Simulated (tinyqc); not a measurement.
# Undoped symmetric double-gate MOSFET, analytic potential model: what changes with what

An undoped body of thickness ts between two equal insulators and tied gates; long channel, electrons only, n = ni exp((psi - V)/Vt) with V the quasi-Fermi potential (0 at the source, Vd at the drain), constant mobility, no quantisation. Across the body psi(x) = V - 2 Vt ln[(ts/(2 beta)) sqrt(q ni/(2 eps0 eps_r Vt)) cos(2 beta x/ts)], x from the centre. Q is the electron charge per area of the whole body.

Inputs (values chosen for the exercise); material values close to those of silicon:
- T = 250 K (temperature)
- Eg = 1.13 eV (band gap)
- eps_r = 11.6 (relative permittivity of the semiconductor)
- Nc = 2.16e19 cm^-3 (conduction-band density of states at T)
- Nv = 2.01e19 cm^-3 (valence-band density of states at T)
- eox = 25.6 (relative permittivity of the gate insulator)
- tox = 8.1 nm (insulator thickness)
- ts = 12 nm (body thickness)
- dphi = -0.08 V (gate work function less that of the intrinsic body)
- mu = 120 cm^2/(V s) (channel mobility)
- L = 0.2 um (gate length)
- Vd = 0.3 V (drain voltage)

Constants: q = 1.602176634e-19 C, kB = 1.380649e-23 J/K, Vt = kB T/q, eps0 = 8.8541878128e-14 F/cm where lengths are in cm. Results are converted to the units shown.

Each table varies one quantity; the others keep the values above.

## Transfer curve and volume inversion

ni = sqrt(Nc Nv) exp(-Eg/(2 Vt)), Eg in volts; r = eps_r tox/(eox ts); V0 = dphi + 2 Vt ln[(2/ts) sqrt(2 eps0 eps_r Vt/(q ni))]. beta (between 0 and pi/2) solves (Vg - V0 - V)/(2 Vt) = ln(beta) - ln(cos beta) + 2 r beta tan(beta). Q = 8 eps0 eps_r Vt beta tan(beta)/ts; I = mu (1/L)(4 eps0 eps_r/ts)(2 Vt)^2 [g(beta_s) - g(beta_d)] per width, g = beta tan(beta) - beta^2/2 + r beta^2 tan^2(beta), with beta_s at V = 0 and beta_d at V = Vd. The drop is psi(surface) - psi(centre) at the source end; C = dQs/dVg, Cg = 2 eps0 eox/tox; gm = dI/dVg.

Result of one run:
```
Vg (V)  Qs (nC/cm^2)  drop (mV)    C/Cg  I (uA/um)  gm/I (1/V)
0.37           15.75      2.260  0.1090     0.2240       42.20
```

What becomes of these results when the gate voltage Vg is changed from 0.37 to 0.11 V, all else the same?

Result of the changed run:
```
Vg (V)  Qs (nC/cm^2)  drop (mV)      C/Cg  I (uA/um)  gm/I (1/V)
0.11        1.104e-4   1.613e-5  9.158e-7   1.427e-6       46.42
```

The whole series:
```
Vg (V)  Qs (nC/cm^2)  drop (mV)      C/Cg  I (uA/um)  gm/I (1/V)
0.11        1.104e-4   1.613e-5  9.158e-7   1.427e-6       46.42
0.2         0.007200   0.001052  5.971e-5   9.307e-5       46.42
0.29          0.4668    0.06813  0.003848   0.006051       46.28
0.37           15.75      2.260    0.1090     0.2240       42.20
0.46           168.1      20.57    0.4817      4.310       23.40
0.55           467.4      44.51    0.6828      21.02       13.34
0.64           839.7      63.50    0.7848      56.02       8.945
0.72            1204      76.55    0.8367      103.6       6.530
0.81            1635      88.25    0.8732      170.0       4.633
```

The current rises from 1.43e-6 to 170 uA/um. In the first row gm/I is 46.4 1/V, within 0.01 % of 1/Vt: with no depletion charge the whole body follows the gate, and the swing is ideal. The drop between surface and centre goes from 1.6e-5 to 88.2 mV and passes Vt at Vg = 0.55 V among the rows; below that the density varies across the body by less than a factor of e (volume inversion). C reaches 0.87 of Cg in the last row. For Vg = 0.55 to 0.81 V the surface density at the source passes 0.3 Nc, where Boltzmann statistics fail.

## Output curve

Same model as above.

In this table Vg = 0.71 V.

Results:
```
Vd (V)  Qd (nC/cm^2)     Qd/Qs  I (uA/um)
0.06           883.8    0.7640      36.70
0.11           668.0    0.5774      59.94
0.16           467.4    0.4040      76.93
0.21           288.6    0.2495      88.20
0.32           32.37   0.02798      97.44
0.37           4.514  0.003902      97.89
0.42          0.4668  4.034e-4      97.94
0.47         0.04608  3.983e-5      97.95
```

Estimate the missing row, Vd = 0.27 V.

Computed row:
```
Vd (V)  Qd (nC/cm^2)   Qd/Qs  I (uA/um)
0.27           117.9  0.1019      95.34
```

With this row back in the table: The current rises from 36.7 to 97.9 uA/um, while the charge at the drain end falls from 0.76 to 4.0e-5 of that at the source. The current first comes within 1 % of its last value at Vd = 0.32 V among the rows. Over the last rows Qd falls by a factor of e for each Vt of drain voltage: the drain end is in weak inversion. In every row the surface density at the source passes 0.3 Nc, where Boltzmann statistics fail.

Numbers from tinyqc (`OMP_NUM_THREADS=1 python tinyqc.py 2440136 2440137 out.jsonl`; about 0.03 s on one thread of a shared Intel Xeon 2.30GHz).
